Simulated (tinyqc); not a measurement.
# Rigid-ion and shell models of the dielectric response of an ionic crystal, step by step

A worked calculation. Computed by tinyqc, a small Python program that keeps every step. Command: `OMP_NUM_THREADS=1 python tinyqc.py 3005681 3005682 out.jsonl shell walk`. One thread of a shared host (Intel(R) Xeon(R) Processor @ 2.30GHz), about 0.01 s of CPU time with the checks. Intermediate numbers are printed to about 7 digits and carried at full precision; extremes and crossings named in words are read from the listed rows.

Charges +Z and -Z; 6 nearest neighbours, Madelung constant M = 1.747565, volume per ion pair Omega = 2.000000 d^3. Energy per pair U = -M Z^2 e2/d + 6 A exp(-d/rho), e2 = e^2/(4 pi eps_0). In the shell model the anion is a core of charge Y - Z and a massless shell of charge -Y, joined by the spring k; the repulsion acts on the shell. Each ion feels the Lorentz field E + (4 pi/3) P (Gaussian units).

Inputs (values chosen for the exercise, for a model crystal):

| quantity | value | unit |
|---|---|---|
| nearest-neighbour distance d | 3.02 | angstrom |
| ionic charge Z | 0.899 | e |
| hardness d/rho | 11.2 | - |
| cation mass | 38.1 | u |
| anion mass | 14.007 | u |
| shell charge size Y | 1.83 | e |
| core-shell spring k | 20.9 | eV/angstrom^2 |
| cation polarisability alpha_+ | 0.57 | angstrom^3 |
| film thickness t | 18 | nm |

Structure: rock salt.

Constants: e^2/(4 pi eps_0) = 14.39964548 eV angstrom; 1 eV/angstrom^3 = 160.2176634 GPa; nu for 1 eV/(angstrom^2 u) = 15.6333042 THz; 1 THz = 33.35640952 1/cm; eps_0 = 8.8541878128e-12 F/m; h x 1 THz = 4.135667696 meV.

## Equilibrium, bulk modulus and repulsive spring

Zero pressure fixes 6 A exp(-d/rho) = M Z^2 e2 rho/d^2. Then U = -(M Z^2 e2/d)(1 - rho/d), B = M Z^2 e2 (d/rho - 2)/(9 Omega d), and the spring of one sublattice against the other is R = (1/3) x (Laplacian of the repulsion summed over neighbours) = M Z^2 e2 (d/rho - 2)/(3 d^3), so R = 3 B Omega/d^2.

volume Omega = 55.08722 angstrom^3

lattice energy U = -6.133096 eV/pair

bulk modulus B = 20.02177 GPa

repulsive spring R = 2.264385 eV/angstrom^2

## Rigid ions

With C = 4 pi Z^2 e2/(3 Omega): mu lambda_TO = R - C, mu lambda_LO = R + 2 C; eps_inf = 1 and eps_s = lambda_LO/lambda_TO. lambda in eV/(angstrom^2 u) gives the wavenumber 15.6333042 x 33.35640952 x sqrt(lambda); mu is the reduced mass.

Coulomb spring C = 0.8849301 eV/angstrom^2

omega_TO, rigid ions = 191.3801 1/cm

omega_LO, rigid ions = 327.2836 1/cm

eps_s, rigid ions = 2.924521

## Shell model: electronic response

Eliminating the shell gives the anion polarisability alpha_- = Y^2 e2/(k + R), the Szigeti charge Z_S = Z - Y R/(k + R) and the softened spring R' = k R/(k + R). With b = 4 pi (alpha_+ + alpha_-)/(3 Omega): eps_inf = (1 + 2b)/(1 - b) (Clausius-Mossotti); Born charge Z* = Z_S (eps_inf + 2)/3.

anion polarisability alpha_- = 2.081772 angstrom^3

Szigeti charge Z_S = 0.7201123 e

softened spring R' = 2.043035 eV/angstrom^2

b = 0.2016388

eps_inf = 1.757697

Born charge Z* = 0.9019880 e

Overlap pushes the shell back and lowers the effective charge to 80 % of Z; the local field then raises the Born charge to 100 % of Z.

## Shell model: lattice response

mu lambda_TO = R' - (4 pi e2/(3 Omega)) Z_S^2/(1 - b); mu lambda_LO = mu lambda_TO + 4 pi e2 Z*^2/(eps_inf Omega); eps_s = eps_inf lambda_LO/lambda_TO.

mu lambda_TO = 1.331837 eV/angstrom^2

omega_TO = 188.0479 1/cm

omega_LO = 275.1938 1/cm

eps_s = 3.764300

share of R' left after the dipole term = 0.6518914

The dipole field cancels 35 % of the short-range spring.

## As a gate dielectric

Capacitance per area eps_0 eps_s/t; equivalent oxide thickness EOT = t x 3.9/eps_s; the surface optical mode against silicon (eps = 11.7) lies at omega_TO sqrt[(eps_s + 11.7)/(eps_inf + 11.7)], and its squared coupling to channel electrons scales as g = hbar omega_SO [1/(11.7 + eps_inf) - 1/(11.7 + eps_s)], with hbar omega = h c x wavenumber.

capacitance per area = 1.851657 fF/micrometre^2

equivalent oxide thickness = 18.64889 nm

surface optical mode = 201.5804 1/cm

remote-phonon coupling g = 0.2409767 meV

## From rigid to soft shells

The formulas are those given above.

Response against the core-shell spring:

| k (eV/angstrom^2) | eps_inf | Z_S | Z* | omega_TO (1/cm) | omega_LO (1/cm) | eps_s |
|---|---|---|---|---|---|---|
| 17 | 1.914840 | 0.6838971 | 0.8924494 | 187.9136 | 267.5604 | 3.882036 |
| 21 | 1.754498 | 0.7208812 | 0.9021822 | 188.0507 | 275.3610 | 3.761906 |
| 27 | 1.608557 | 0.7574004 | 0.9110409 | 188.1753 | 283.5708 | 3.652870 |
| 38 | 1.465850 | 0.7960846 | 0.9197032 | 188.2971 | 292.8874 | 3.546528 |
| 54 | 1.365168 | 0.8253508 | 0.9258146 | 188.3830 | 300.4124 | 3.471668 |
| 84 | 1.281735 | 0.8509637 | 0.9308790 | 188.4542 | 307.3740 | 3.409736 |
| 170 | 1.207282 | 0.8749450 | 0.9353983 | 188.5176 | 314.2424 | 3.354549 |
| 630 | 1.155045 | 0.8924461 | 0.9385691 | 188.5622 | 319.4877 | 3.315874 |

From the stiffest to the softest shell eps_inf rises from 1.16 to 1.91 and Z_S falls from 0.89 to 0.68; omega_LO moves by -16 % and omega_TO by -0.3 %. Screening by eps_inf cuts the LO frequency, which rigid ions overstate (rigid ions: 327 per cm); eps_s goes from 3.32 to 3.88.

Checks made by the program: TO spring by direct elimination of the shell from the 2 x 2 energy matrix (relative difference below 1e-10); Szigeti's relation mu lambda_TO (eps_s + 2)/(eps_inf + 2) = R' (relative difference below 1e-10).
